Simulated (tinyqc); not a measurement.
Trapped share and trap depth from dynamic on-resistance.

Problem. Traps remove the share ft of the electrons in the drain access (length Ld, sheet resistance Rsh before stress), so Ron grows by Rsh Ld ft/(1 - ft). The recovery time goes as T^(-2) exp(q Ea/(kB T)). Find ft and Ea.

Inputs (values chosen for the exercise): drain access length Ld = 12 um.

Constants: q = 1.602176634e-19 C, kB = 1.380649e-23 J/K. Results are converted to the units shown.

Ron before and just after an off-state stress (ohm mm): 4.7716276  7.8278723
Rsh = 275.91098 ohm
recovery times at 340 and 410 K (s): 0.0086  8.4033403e-5

Solution. The rise of Ron over Rsh Ld is ft/(1 - ft); ln(t T^2) is linear in 1/T.

ft = 0.480
Ea = 0.730 eV

Numbers from tinyqc (`OMP_NUM_THREADS=1 python tinyqc.py 2570002 2570003 out.jsonl`; about 0.02 s on one thread of a shared Intel Xeon 2.30GHz).
